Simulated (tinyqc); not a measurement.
Worked calculation: CCD on RHF in the sto-3g basis, for H3-, spin multiplicity 1. The basis has no diffuse functions, so it cannot describe the extra electron: this is an exercise in the method, not the real anion. One step of it, computed by the program tinyqc.

Problem. Orthogonalisation. S = U s U^T; canonical form X = U s^(-1/2), so that X^T S X = 1. Each column of U has its largest component positive (the first on a tie).

overlap S:
```
          1H 1s     2H 1s     3H 1s
1H 1s  1.000000  0.549728  0.549921
2H 1s  0.549728  1.000000  0.295665
3H 1s  0.549921  0.295665  1.000000
```

Give: eigenvalues of S; X.

Solution.

eigenvalues of S: 0.3563  0.7043  1.9393

X:
```
             1        2       3
1H 1s   1.2904  -0.0002  0.4579
2H 1s  -0.7550   0.8428  0.3911
3H 1s  -0.7557  -0.8423  0.3912
```
